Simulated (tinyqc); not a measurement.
Donor near an oxide interface in a gate field (two-state model): one step. Where the electron sits. Four cases, with inputs chosen for the exercise.

Question. Give E_D, E_I, t, the splitting and the donor weight.

Interface at z = 0 (hard wall), donor at z = d, field F pulling electrons to the interface: potential e F z; 1 kV/cm = 1e-5 eV/angstrom, c = hbar^2/2m0, q = e^2/(4 pi eps0), Q = (eps - eo)/(eps + eo). Donor state: E_D = e F d - ED - q Q/(4 eps d), the last term joining the images of ion and electron. Interface state: z exp(-b z/2) exp(-rho^2/(2 L^2)) with E_z = c b^2/(4 mz) + 3 e F/b + q Q b/(8 eps), minimised over b; in the plane at z = 3/b the ion (distance D = d - 3/b) and its image (D' = d + 3/b) give E_rho = c/(mt L^2) - (q/eps)(sqrt(pi)/L)[erfcx(D/L) + Q erfcx(D'/L)], erfcx(x) = exp(x^2) erfc(x), minimised over L. E_I = E_z + E_rho.

The two states couple by t = t0 exp(-D/aD) with t0 = q/(eps aD) (2 aD/L) sqrt(aD b/2) v, v a valley factor; this form is an estimate. With detuning u = E_D - E_I the splitting is sqrt(u^2 + 4 t^2) and the lower state has weight (1 - u/sqrt(u^2 + 4 t^2))/2 on the donor.

Constants: hbar^2/2m0 = 3.80998211 eV angstrom^2; e^2/(4 pi eps0) = 14.39964547 eV angstrom.

Give: E_D, E_I; t; splitting; donor weight.

Case 1.

Values chosen (near those of a donor in Si below HfO2, static dielectric constants; shifted at random, so the results belong to these values and not to a real crystal):
- d = 180 angstrom (depth of the donor)
- ED = 53 meV (bulk binding energy)
- mz = 0.902 m0 (mass across the interface)
- mt = 0.185 m0 (mass in the plane)
- eps = 11.5 (dielectric constant of the semiconductor)
- eo = 22 (dielectric constant of the oxide)
- aD = 21.5 angstrom (donor radius)
- v = 0.47 (valley factor)
- F = 35.4 kV/cm (field in the semiconductor)

Answer.

E_D, E_I (meV): 11.27  11.95

t = 0.00891 meV
splitting = 0.69 meV
donor weight = 1.000

The electron is on the donor; the contact hyperfine coupling scales with the donor weight. With this t, the tunnelling time pi hbar/(2t) at a crossing would be 116 ps (hbar = 6.58212e-16 eV s); here the detuning is 77.1 t.

Case 2.

Values chosen (near those of a donor in Si below SiO2, static dielectric constants; shifted at random, so the results belong to these values and not to a real crystal):
- d = 130 angstrom (depth of the donor)
- ED = 45.5 meV (bulk binding energy)
- mz = 0.9 m0 (mass across the interface)
- mt = 0.188 m0 (mass in the plane)
- eps = 11.3 (dielectric constant of the semiconductor)
- eo = 3.9 (dielectric constant of the oxide)
- aD = 21.4 angstrom (donor radius)
- v = 0.57 (valley factor)
- F = 62.8 kV/cm (field in the semiconductor)

Answer.

E_D, E_I (meV): 34.95  25.16

t = 0.171 meV
splitting = 9.80 meV
donor weight = 0.000

The electron is at the interface; the contact hyperfine coupling scales with the donor weight. With this t, the tunnelling time pi hbar/(2t) at a crossing would be 6.04 ps (hbar = 6.58212e-16 eV s); here the detuning is 57.2 t.

Case 3.

Values chosen (near those of a donor in Si below SiO2, static dielectric constants; shifted at random, so the results belong to these values and not to a real crystal):
- d = 130 angstrom (depth of the donor)
- ED = 54.6 meV (bulk binding energy)
- mz = 0.904 m0 (mass across the interface)
- mt = 0.194 m0 (mass in the plane)
- eps = 11.6 (dielectric constant of the semiconductor)
- eo = 3.9 (dielectric constant of the oxide)
- aD = 16.9 angstrom (donor radius)
- v = 0.47 (valley factor)
- F = 60.7 kV/cm (field in the semiconductor)

Answer.

E_D, E_I (meV): 23.12  24.54

t = 0.0384 meV
splitting = 1.41 meV
donor weight = 0.999

The electron is on the donor; the contact hyperfine coupling scales with the donor weight. With this t, the tunnelling time pi hbar/(2t) at a crossing would be 26.9 ps (hbar = 6.58212e-16 eV s); here the detuning is 36.8 t.

Case 4.

Values chosen (near those of a donor in Si below Si3N4, static dielectric constants; shifted at random, so the results belong to these values and not to a real crystal):
- d = 110 angstrom (depth of the donor)
- ED = 31.7 meV (bulk binding energy)
- mz = 0.934 m0 (mass across the interface)
- mt = 0.194 m0 (mass in the plane)
- eps = 11.6 (dielectric constant of the semiconductor)
- eo = 7.5 (dielectric constant of the oxide)
- aD = 16.2 angstrom (donor radius)
- v = 0.39 (valley factor)
- F = 45.5 kV/cm (field in the semiconductor)

Answer.

E_D, E_I (meV): 17.74  15.25

t = 0.0978 meV
splitting = 2.50 meV
donor weight = 0.002

The electron is at the interface; the contact hyperfine coupling scales with the donor weight. With this t, the tunnelling time pi hbar/(2t) at a crossing would be 10.6 ps (hbar = 6.58212e-16 eV s); here the detuning is 25.5 t.

Computed by tinyqc, one run a case: `OMP_NUM_THREADS=1 python tinyqc.py N N+1 out.jsonl` with N = 1250205, 1250212, 1250220, 1250226; one thread of a shared Intel(R) Xeon(R) Processor @ 2.30GHz, about 0.1 s a run at most.
